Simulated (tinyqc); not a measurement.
Worked calculation: electroplating on a thin resistive seed layer: kinetics, Wagner number and the terminal effect across a wafer. Computed by tinyqc, a small Python program that keeps every step. Command: `OMP_NUM_THREADS=1 python tinyqc.py 3120503 3120504 out.jsonl terminal walk`. One thread of a shared host (Intel(R) Xeon(R) Processor @ 2.30GHz), about 0.02 s of CPU time with the checks. Intermediate numbers are printed to about 7 digits and carried at full precision; extremes and crossings named in words are read from the listed rows.

Current enters the seed at the rim. The bath is treated as a local resistance per area (no lateral flow in the liquid), two electrons per ion, molar volume 7.11 cm^3/mol, Faraday constant F = e N_A, kinematic viscosity 0.01 cm^2/s, omega = 2 pi x rpm/60; k_B T/e is in volts.

Inputs (values chosen for the exercise, of the order of those for copper plating on a thin cobalt or ruthenium seed):
```
quantity,value,unit
wafer radius R,7.5,cm
seed thickness t,21,nm
seed resistivity,18,microohm cm
bath conductivity kappa,0.19,S/cm
gap to the anode h,8,cm
extra resistance of a porous plate,0,ohm cm^2
exchange current density i_0,0.079,mA/cm^2
cathodic transfer coefficient alpha,0.3,-
mean current density,24,mA/cm^2
diffusivity of the metal ion,4.4e-06,cm^2/s
metal ion concentration,0.85,mol/L
rotation rate,100,rpm
temperature T,298,K
```

Constants: e = 1.602176634e-19 C; N_A = 6.02214076e+23 1/mol; k_B = 8.617333262e-05 eV/K.

## Rate, limit and resistances

Growth rate = i V_m/(2 F). Levich limit i_L = 0.62 x 2 F D^(2/3) omega^(1/2) nu^(-1/6) c. Tafel overpotential eta = (k_B T/(alpha e)) ln(i/i_0); kinetic resistance k_B T/(alpha e i); bath resistance h/kappa + plate; R_s = resistivity/t; Wagner number = kinetic resistance x kappa/R.

growth rate = 530.5677 nm/min

limiting current i_L = 190.3785 mA/cm^2

overpotential = 489.3139 mV

kinetic resistance = 3.566618 ohm cm^2

bath resistance R_b = 42.10526 ohm cm^2

sheet resistance R_s = 8.571429 ohm/square

Wagner number = 0.09035434

## Linear estimate of the terminal effect

Linearised: with R_t = kinetic + bath resistance the current density obeys (1/r)(r i')' = i R_s/R_t, so i = A I_0(r/l), l = sqrt(R_t/R_s); with x = R/l, edge/centre = I_0(x) and edge/mean = x I_0(x)/(2 I_1(x)). Voltage drop in the seed for a uniform current: i R_s R^2/4.

length l = 2.308330 cm

x = R/l = 3.249103

edge over centre, linear = 5.984893

edge over mean, linear = 1.964775

drop for uniform current = 2892.857 mV

## Current distribution

Full model: seed potential phi(r) with (1/r)(r phi')' = R_s i, where i solves phi = R_b i + (k_B T/(alpha e)) ln(i/i_0) (phi being the driving voltage left at r); phi'(0) = 0 and phi'(R) = R_s i_mean R/2. Solved by collocation to a tolerance of 1e-7.

Across the wafer:
```
r/R,i (mA/cm^2),i/mean,"i/mean, linear"
0.00,8.24277,0.343449,0.328289
0.20,9.02444,0.376018,0.363871
0.40,11.67721,0.486551,0.482254
0.60,17.23226,0.718011,0.722586
0.75,24.52470,1.021862,1.029292
0.90,36.16039,1.506683,1.507210
1.00,47.50511,1.979379,1.964775
```

edge over centre, full model = 5.763246

The full model gives 5.76 against 5.98 from the linear form; the kinetic resistance, which the linear form holds fixed, is a small part of R_t here.

## As the film thickens, and with more bath resistance

The film is taken as uniform, with the seed resistivity; the last column adds 100 ohm cm^2 to R_b. Extra power of that plate = i^2 x 100 ohm cm^2 x area.

Edge over centre:
```
thickness (nm),R_s (ohm/square),as given,with 100 ohm cm^2 more
21.0,8.571429,5.763246,2.013530
31.5,5.714286,3.646377,1.632060
42.0,4.285714,2.802292,1.458338
63.0,2.857143,2.087096,1.295370
105.0,1.714286,1.600451,1.172451
210.0,0.857143,1.281696,1.084471
420.0,0.428571,1.136357,1.041802
```

extra power = 10.17876 W

The ratio falls below 1.1 in none of these rows as given, and from 210 nm on with the added resistance: what counts is R_s R^2 against the sum of kinetic and bath resistance.

Checks made by the program: mean of the distribution (relative difference 3e-07).
